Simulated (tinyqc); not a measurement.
# Capacitances against the space between lines

Endless row of lines of width wl, height tl and space sl between grounded planes at distance hd; e2 fills the gaps beside the lines, e1 the rest. Laplace's equation is solved on meshes of 3, 6 and 12 steps per unit u and extrapolated (Aitken), which is good to about 0.2 %. C_even (all lines at 1 V) is the capacitance Cg to the planes; C_odd (neighbours in antiphase) = Cg + 4 Cc if only nearest neighbours couple, which defines Cc; total with quiet neighbours Cg + 2 Cc. Plate values 2 eps0 e1 wl/hd and eps0 e2 tl/sl.

Values chosen for this exercise: relative permittivity above and below the lines e1 = 3.9; relative permittivity between the lines e2 = 2; line width, in units u wl = 4 u; line height tl = 8 u; distance to each plane hd = 6 u.

Constants: eps0 = 8.8541878128e-12 F/m. Results are converted to the units shown.

The same in every row: plate Cg (aF/um) = 46.0.

Capacitances against the space between lines:
```
sl (u)	Cg (aF/um)	Cc (aF/um)	Cg + 2 Cc (aF/um)	C_odd (aF/um)	plate Cc (aF/um)	share of coupling, 2 Cc/(Cg + 2 Cc) (%)
2	67.3	99.4	266	465	70.8	74.7
4	85.3	50.4	186	287	35.4	54.2
6	100	31.1	162	225	23.6	38.4
8	112	20.5	153	194	17.7	26.8
12	128	9.38	147	166	11.8	12.8
16	137	4.40	146	154	8.85	6.05
24	143	0.981	145	147	5.90	1.35
```

As sl goes from 2 to 24, Cg rises from 67.3 to 143 aF/um, Cc falls from 99.4 to 0.981 aF/um and the share of coupling falls from 74.7 to 1.35 %. Cg is 1.46 times its plate value in the first row and 3.11 times in the last; for Cc the ratios are 1.40 and 0.166. Neighbours in antiphase raise the load by a factor of 1.75 and 1.01 over quiet ones. For sl = 2 the planes are farther than 0.8 of the pitch, so second neighbours couple too and Cg + 2 Cc understates the quiet load by a per cent or more.

Numbers from tinyqc (`OMP_NUM_THREADS=1 python tinyqc.py 2790106 2790107 out.jsonl`; about 0.9 s on one thread of a shared Intel Xeon 2.30GHz).
